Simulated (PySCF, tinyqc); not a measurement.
RHF in the sto-3g basis, for H6, spin multiplicity 1, step by step. The lowest restricted solution is unstable here: a spin-polarised one lies 0.0181 hartree lower (PySCF). One step of it, computed by the program tinyqc.

Task: Iteration 8 (converged): orbitals. Diagonalise F' = X^T F X, C = X C', fill 3 alpha and 3 beta electrons from the bottom; D = 2 C_occ C_occ^T. Each column has its largest component positive (the first on a tie).

converged F (hartree), order 1H 1s, 2H 1s, 3H 1s, 4H 1s, 5H 1s, 6H 1s:
$$\begin{pmatrix}
-0.184033 & -0.387598 & -0.036042 & 0.007750 & 0.000785 & -0.001666 \\
-0.387598 & -0.200041 & -0.143371 & -0.035641 & -0.000645 & 0.000785 \\
-0.036042 & -0.143371 & -0.200666 & -0.386609 & -0.035641 & 0.007750 \\
0.007750 & -0.035641 & -0.386609 & -0.200666 & -0.143371 & -0.036042 \\
0.000785 & -0.000645 & -0.035641 & -0.143371 & -0.200041 & -0.387598 \\
-0.001666 & 0.000785 & 0.007750 & -0.036042 & -0.387598 & -0.184033
\end{pmatrix}$$

X, order 1H 1s, 2H 1s, 3H 1s, 4H 1s, 5H 1s, 6H 1s:
$$\begin{pmatrix}
1.057511 & -0.205461 & 0.019714 & -0.003977 & 0.000415 & -0.000089 \\
-0.205461 & 1.073316 & -0.109077 & 0.020072 & -0.001979 & 0.000415 \\
0.019714 & -0.109077 & 1.074162 & -0.209054 & 0.020072 & -0.003977 \\
-0.003977 & 0.020072 & -0.209054 & 1.074162 & -0.109077 & 0.019714 \\
0.000415 & -0.001979 & 0.020072 & -0.109077 & 1.073316 & -0.205461 \\
-0.000089 & 0.000415 & -0.003977 & 0.019714 & -0.205461 & 1.057511
\end{pmatrix}$$

Give: F' = X^T F X; orbital energies; coefficients C; D after iteration 8.

Result:

F' = X^T F X (hartree):
$$\begin{pmatrix}
-0.046 & -0.374 & 0.025 & 0.004 & 0.001 & -0.002 \\
-0.374 & -0.038 & -0.136 & 0.025 & -0.002 & 0.001 \\
0.025 & -0.136 & -0.038 & -0.376 & 0.025 & 0.004 \\
0.004 & 0.025 & -0.376 & -0.038 & -0.136 & 0.025 \\
0.001 & -0.002 & 0.025 & -0.136 & -0.038 & -0.374 \\
-0.002 & 0.001 & 0.004 & 0.025 & -0.374 & -0.046
\end{pmatrix}$$

orbital energies (hartree): MO1 -0.479, MO2 -0.427, MO3 -0.365, MO4 0.215, MO5 0.342, MO6 0.471

coefficients C, order 1H 1s, 2H 1s, 3H 1s, 4H 1s, 5H 1s, 6H 1s:
$$\begin{pmatrix}
0.243 & 0.414 & -0.369 & -0.493 & -0.621 & 0.408 \\
0.302 & 0.429 & -0.297 & 0.361 & 0.648 & -0.541 \\
0.417 & 0.066 & 0.432 & 0.563 & -0.133 & 0.714 \\
0.417 & -0.066 & 0.432 & -0.563 & -0.133 & -0.714 \\
0.302 & -0.429 & -0.297 & -0.361 & 0.648 & 0.541 \\
0.243 & -0.414 & -0.369 & 0.493 & -0.621 & -0.408
\end{pmatrix}$$

D after iteration 8, order 1H 1s, 2H 1s, 3H 1s, 4H 1s, 5H 1s, 6H 1s:
$$\begin{pmatrix}
0.733 & 0.721 & -0.061 & -0.171 & 0.010 & 0.048 \\
0.721 & 0.728 & 0.053 & -0.061 & -0.010 & 0.010 \\
-0.061 & 0.053 & 0.730 & 0.713 & -0.061 & -0.171 \\
-0.171 & -0.061 & 0.713 & 0.730 & 0.053 & -0.061 \\
0.010 & -0.010 & -0.061 & 0.053 & 0.728 & 0.721 \\
0.048 & 0.010 & -0.171 & -0.061 & 0.721 & 0.733
\end{pmatrix}$$
